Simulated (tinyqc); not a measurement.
One-electron ion in a basis of Gaussians, step by step. Computed by tinyqc, a small Python program that keeps every step. Settings: Z = 1, l = 0. Command: `OMP_NUM_THREADS=1 python tinyqc.py 22960 22961 out.jsonl` (the two numbers bound the seeds that draw the settings). One thread of a shared host (Intel(R) Xeon(R) Processor @ 2.60GHz), about 0.01 s of CPU time with the checks.

## Matrices over normalised Gaussians

exponents of r^l exp(-a r^2) (1/bohr^2): 0.083020  0.109300  0.144000  0.189600  0.249700  0.328900  0.433100

Z = 1

l = 0

With p = a_i + a_j and I(k) = Gamma((k+1)/2) / (2 p^((k+1)/2)): S = I(2l+2), T = (2l+3) a_i a_j S / p, V = -Z I(2l+1), each divided by sqrt(S_ii S_jj).

S, lower triangle:
```
          1         2         3         4         5         6         7
1  1.000000
2  0.985963  1.000000
3  0.945383  0.985892  1.000000
4  0.883027  0.945366  0.985954  1.000000
5  0.805151  0.882942  0.945437  0.985929  1.000000
6  0.718639  0.805007  0.883000  0.945363  0.985914  1.000000
7  0.629865  0.718574  0.805159  0.882971  0.945387  0.985942  1.000000
```

T (hartree), lower triangle:
```
          1         2         3         4         5         6         7
1  0.124530
2  0.139560  0.163950
3  0.149352  0.183780  0.216000
4  0.152953  0.196632  0.242076  0.284400
5  0.150495  0.201371  0.259042  0.318759  0.374550
6  0.142911  0.198122  0.265301  0.341093  0.419821  0.493350
7  0.131640  0.188140  0.261037  0.349314  0.449205  0.552930  0.649650
```

V (hartree), lower triangle:
```
           1          2          3          4          5          6          7
1  -0.459792
2  -0.487897  -0.527570
3  -0.508270  -0.559889  -0.605552
4  -0.520245  -0.583201  -0.642576  -0.694847
5  -0.524049  -0.596945  -0.669376  -0.737363  -0.797406
6  -0.520442  -0.601299  -0.685173  -0.768118  -0.846220  -0.915170
7  -0.510596  -0.597154  -0.690179  -0.786215  -0.881478  -0.971145  -1.050181
```

## Generalised eigenproblem

H = T + V (hartree), lower triangle:
```
           1          2          3          4          5          6          7
1  -0.335262
2  -0.348337  -0.363620
3  -0.358919  -0.376109  -0.389552
4  -0.367292  -0.386569  -0.400500  -0.410447
5  -0.373555  -0.395574  -0.410335  -0.418604  -0.422856
6  -0.377531  -0.403177  -0.419872  -0.427025  -0.426399  -0.421820
7  -0.378956  -0.409014  -0.429142  -0.436901  -0.432274  -0.418215  -0.400531
```

Solve H C = S C e through S^(-1/2); each column has its largest component positive (the first on a tie).

eigenvalues of S: 0.000000  0.000003  0.000088  0.002063  0.039494  0.617626  6.340726

eigenvalues (hartree): -0.479550  -0.106191  0.109988  0.503519  1.047824  2.005195  3.242645

coefficients:
```
            1            2            3            4             5             6             7
1   -6.857712    32.353814    84.126624    95.783855   -106.901600    -90.266415    -83.631083
2   33.501895  -100.888011  -322.186889  -408.871443    528.399660    481.338529    482.104141
3  -77.855305   143.484536   545.775743   733.901958  -1119.718417  -1119.051562  -1251.416074
4  106.323293  -117.253292  -542.546043  -717.058080   1298.493093   1430.556939   1862.359897
5  -91.536338    54.736061   340.692167   411.314336   -877.817166  -1040.883428  -1667.889514
6   46.924015   -12.026806  -129.134857  -133.063784    338.459324    397.332553    846.907476
7  -11.620714     0.003438    23.558972    17.929103    -61.165752    -58.897889   -188.697500
```

For Z = 1 and l = 0 the exact lowest level is -Z^2/(2 n^2) with n = l + 1: -0.500000 hartree. The basis is nearly linearly dependent, so rounded matrices do not reproduce these digits.
